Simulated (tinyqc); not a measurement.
Comparisons within one model: model-solid line-up of a strained alloy layer on a substrate. A value that a table varies takes the place of the one given here.

All values of the alloy are linear in x but the gap, Eg(x) = (1 - x) Eg_A + x Eg_B - C x (1 - x), and the valence edge, Ev(x) = (1 - x) Ev_A + x Ev_B + fv C x (1 - x); Ec = Ev + Eg. Ev is the top of the unstrained valence band on a scale common to all materials. In the layer only the Gamma valley of the conduction band is followed, also where an X or L valley would lie lower.

Coherent growth on a (110) face: e_par = (a_s - a)/a, e_perp = -(C11 + 3 C12 - 2 C44)/(C11 + C12 + 2 C44) e_par; exx = eyy = (e_par + e_perp)/2, ezz = e_par, exy = (e_perp - e_par)/2, eyz = ezx = 0.

Strained edges: Ec + ac tr(e); the valence edges are Ev plus the levels of the 6 x 6 matrix of X, Y, Z times spin with -Dso/3 + l exx + m (eyy + ezz) on the diagonal (cyclic), n exy off it, l = av + 2 b, m = av - b, n = sqrt(3) d. Spin-orbit term (Dso/3) L.sigma on X, Y, Z with (L_k)_ij = -i epsilon_kij: <X+|H|Y+> = -i Dso/3, <X+|H|Z-> = Dso/3, <Y+|H|Z-> = -i Dso/3, <Z+|H|X-> = -Dso/3, <Z+|H|Y-> = i Dso/3, <X-|H|Y-> = i Dso/3, and their conjugates; + and - are the spin along z.

dEc = Ec(substrate) - Ec(layer), dEv = Ev(layer) - Ev(substrate); positive values confine the carrier in the layer. Type I: both of one sign; type II: opposite signs; type III: the gaps do not overlap.

Coherent growth: e_par = (a_s - a)/a. (001): e_perp = -2 (C12/C11) e_par; exx = eyy = e_par, ezz = e_perp, no shear. (111): e_perp = -(2 C11 + 4 C12 - 4 C44)/(C11 + 2 C12 + 4 C44) e_par; exx = eyy = ezz = (2 e_par + e_perp)/3 and exy = eyz = ezx = (e_perp - e_par)/3. (110): e_perp = -(C11 + 3 C12 - 2 C44)/(C11 + C12 + 2 C44) e_par; exx = eyy = (e_par + e_perp)/2, ezz = e_par, exy = (e_perp - e_par)/2, eyz = ezx = 0.

Inputs chosen for the exercise (A near GaP, B near GaAs, substrate near GaP; shifted at random, so the results belong to these values and not to a real crystal): a = (5.444, 5.651) angstrom (lattice constant of A, B); Eg = (2.902, 1.497) eV (gap at Gamma to the s-like level of A, B); Dso = (0.081, 0.338) eV (spin-orbit splitting of A, B); Ev = (-1.26, -0.8) eV (top of the unstrained valence band of A, B); ac = (-8.11, -7.08) eV (conduction deformation potential of A, B); av = (1.67, 1.18) eV (valence hydrostatic potential of A, B); b = (-1.62, -2.01) eV (tetragonal shear potential of A, B); d = (-4.54, -4.84) eV (trigonal shear potential of A, B); C11 = (141.9, 121.8) GPa (of A, B); C12 = (61.5, 56.3) GPa (of A, B); C44 = (70.9, 59.3) GPa (of A, B); C = 0.167 eV (bowing of the gap); fv = 0.2 (share of the bowing taken by the valence edge); a_s = 5.444 angstrom (substrate); Eg_s = 2.359 eV (lowest gap of the substrate); Ev_s = -1.26 eV (substrate valence edge); face = 110 (growth face); x = 0.57 (fraction of B).

## Composition against offsets

Each composition is strained to the same substrate.

Results:

| x | e_par (%) | relaxed gap (eV) | strained gap (eV) | valence splitting (meV) | dEc (eV) | dEv (eV) | type |
|---|---|---|---|---|---|---|---|
| 0.03 | -0.11 | 2.855 | 2.867 | 8 | -0.524 | 0.016 | II |
| 0.14 | -0.53 | 2.685 | 2.739 | 33 | -0.456 | 0.076 | II |
| 0.25 | -0.94 | 2.519 | 2.611 | 54 | -0.389 | 0.137 | II |
| 0.36 | -1.35 | 2.358 | 2.485 | 74 | -0.324 | 0.198 | II |
| 0.48 | -1.79 | 2.186 | 2.348 | 93 | -0.253 | 0.264 | II |
| 0.59 | -2.19 | 2.033 | 2.224 | 111 | -0.190 | 0.326 | II |
| 0.70 | -2.59 | 1.883 | 2.100 | 128 | -0.128 | 0.387 | II |
| 0.81 | -2.99 | 1.738 | 1.978 | 145 | -0.068 | 0.449 | II |

How do the results move?

The layer stays under compression over this range. The strained gap runs from 2.867 to 1.978 eV, against 2.855 to 1.738 eV for the relaxed alloy: strain takes back part of the change that the composition makes. Strains above 2 % can be kept only in layers of a few nanometres. The line-up is type II throughout. Offsets below about 50 meV are within the spread of parameter sets, so those rows do not settle the type. Where the alloy is indirect its X or L edge, left out, lies lower and sets the real gap and dEc.

## The same layer on three faces

Composition and substrate are kept.

Results:

| face | e_perp (%) | tr(e) (%) | shift of Ec (meV) | shift of Ev (meV) | valence splitting (meV) | gap (eV) |
|---|---|---|---|---|---|---|
| (001) | 1.904 | -2.339 | 175.9 | 41.6 | 95.1 | 2.1945 |
| (111) | 1.000 | -3.243 | 244.0 | 39.8 | 101.5 | 2.2644 |
| (110) | 1.186 | -3.057 | 230.0 | 44.1 | 107.9 | 2.2461 |

What can be read from the table?

The layer yields most along the normal on (001) and least on (111), so the volume change, and with it the shift of Ec, is largest on (111). The valence splitting, set by b on (001), by d on (111) and by both on (110), is largest on (110). The gaps span 70 meV, from (001) to (111).

## What each parameter does

Strained gap, valence splitting and offsets. Each row changes one parameter from the base and keeps the others.

Results:

| case | gap (eV) | splitting (meV) | dEc (eV) | dEv (eV) |
|---|---|---|---|---|
| base | 2.2461 | 107.9 | -0.2016 | 0.3145 |
| x = 0.59 | 2.2236 | 111.0 | -0.1902 | 0.3256 |
| a_s = 5.464 angstrom | 2.2150 | 96.8 | -0.1626 | 0.3066 |
| C = 0.267 eV | 2.2216 | 107.9 | -0.1820 | 0.3194 |
| fv = 0.4 | 2.2461 | 107.9 | -0.2098 | 0.3227 |
| Ev_s = -1.21 eV | 2.2461 | 107.9 | -0.1516 | 0.2645 |
| ac = (-9.326, -8.142) eV | 2.2806 | 107.9 | -0.2361 | 0.3145 |
| av = (1.92, 1.357) eV | 2.2525 | 107.9 | -0.2016 | 0.3081 |
| b = (-1.863, -2.311) eV | 2.2459 | 105.1 | -0.2016 | 0.3147 |

What can be read from the table?

The largest shifts from the base row, up to three for each result and ties (the steps differ in size, so this ranks the rows, not the parameters). gap (eV): ac +0.0345, a_s -0.0311, C -0.0245; unchanged at the printed digits by fv and Ev_s. splitting (meV): a_s -11.1, x +3.2, b -2.7; unchanged at the printed digits by C, fv, Ev_s, ac and av. dEc (eV): Ev_s +0.0500, a_s +0.0390, ac -0.0345; unchanged at the printed digits by av and b. dEv (eV): Ev_s -0.0500, x +0.0111, fv +0.0082; unchanged at the printed digits by ac.

Run: tinyqc, `OMP_NUM_THREADS=1 python tinyqc.py 1081027 1081028 out.jsonl`; Intel(R) Xeon(R) Processor @ 2.30GHz, one thread, shared host; about 0.01 s of CPU time with all checks.
